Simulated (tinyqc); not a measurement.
Inside a calculation: band gaps under pressure and temperature from deformation potentials. Values are carried at full precision from step to step, so a last printed digit may differ when a step is redone from the rounded ones.

Murnaghan: V/V0 = (1 + Bp P/B0)^(-1/Bp), B0 = (C11 + 2 C12)/3. Each gap moves by a ln(V/V0) with its volume potential a, and falls with temperature by aV T^2/(T + bV) (Varshni); the two effects are added. No change of phase is considered.

Parameters, chosen for this exercise (near those of GaAs, the X and L potentials typical of such crystals; the results hold for these values, not for the real material): C11 = 122 GPa; C12 = 56.4 GPa; Bp = 4.46 (pressure derivative of the bulk modulus); P = 4.1 GPa (pressure); Eg = 1.491 eV (gap at Gamma to the s-like level at 0 K, 0 GPa); EgX = 1.993 eV (gap to X at 0 K, 0 GPa); EgL = 1.814 eV (gap to L at 0 K, 0 GPa); aG = -8.25 eV (volume potential of the Gamma gap); aX = 1.45 eV (volume potential of the X gap); aL = -3.79 eV (volume potential of the L gap); aV = (0.522, 0.465, 0.602) meV/K (Varshni alpha of Gamma, X, L); bV = (204, 218, 196) K (Varshni beta of Gamma, X, L); T = 77 K (temperature); aT = 6 1e-6/K (linear thermal expansion near 300 K).

## Volume under pressure

Give B0, V/V0, ln(V/V0), the change of the lattice constant and the linear estimate -P/B0.

B0 = 78.27 GPa
V/V0 = 0.95401
ln(V/V0) = -0.04708
change of a = -1.557 %
-P/B0 = -0.05239

The stiffening under pressure makes the compression 10.1 % smaller than the linear estimate.

## Gaps at P and T

Give both shifts and the gaps.

pressure shifts (eV): Gamma 0.3884, X -0.0683, L 0.1784

temperature shifts (eV): Gamma -0.0110, X -0.0093, L -0.0131

gaps (eV): Gamma 1.8684, X 1.9154, L 1.9794

The lowest valley is Gamma (direct gap), 47 meV below X; at 0 K and 0 GPa it is Gamma.

## Pressure coefficients

Expand in P: E = E0 + c1 P + c2 P^2 with c1 = -a/B0 and c2 = a Bp/(2 B0^2).

c1 (meV/GPa): Gamma 105.41, X -18.53, L 48.42

c2 (meV/GPa^2): Gamma -3.003, X 0.528, L -1.380

Gamma and L rise under pressure and X falls, as the signs of the volume potentials say.

## Pressures at which the valleys cross

Two gaps meet at ln(V/V0) = -(E_i - E_j)/(a_i - a_j), with the gaps at T and P = 0; then P = (B0/Bp)(exp(-Bp ln(V/V0)) - 1). A dash marks expansion or a compression beyond ln(V/V0) = -0.3.

Crossings:
```
pair     E_i - E_j (eV)  ln(V/V0)  P (GPa)
Gamma-X         -0.5037   -0.0519     4.57
Gamma-L         -0.3209   -0.0720     6.64
L-X             -0.1827   -0.0349     2.95
```

The lowest valley changes at 4.57 GPa (Gamma to X).

## How much of dE/dT is thermal expansion

At 300 K: dE/dT = -aV T (T + 2 bV)/(T + bV)^2; expansion alone gives 3 aT a; the rest is electron-phonon coupling.

dE/dT (meV/K): Gamma -0.4365, X -0.3826, L -0.5080

from expansion (meV/K): Gamma -0.1485, X 0.0261, L -0.0682

remainder (meV/K): Gamma -0.2880, X -0.4087, L -0.4398

Expansion supplies 34 % of the slope at Gamma and 13 % at L; at X it works against the fall.

## Checks

- Slope of the Gamma gap at P = 0 by finite differences against c1 (meV/GPa): both 105.41.

Computed by tinyqc, a small Python program: `OMP_NUM_THREADS=1 python tinyqc.py 1080753 1080754 out.jsonl` (the numbers bound the seed that draws the inputs); one thread of a shared host (Intel(R) Xeon(R) Processor @ 2.30GHz), about 0.01 s for the whole set of steps.
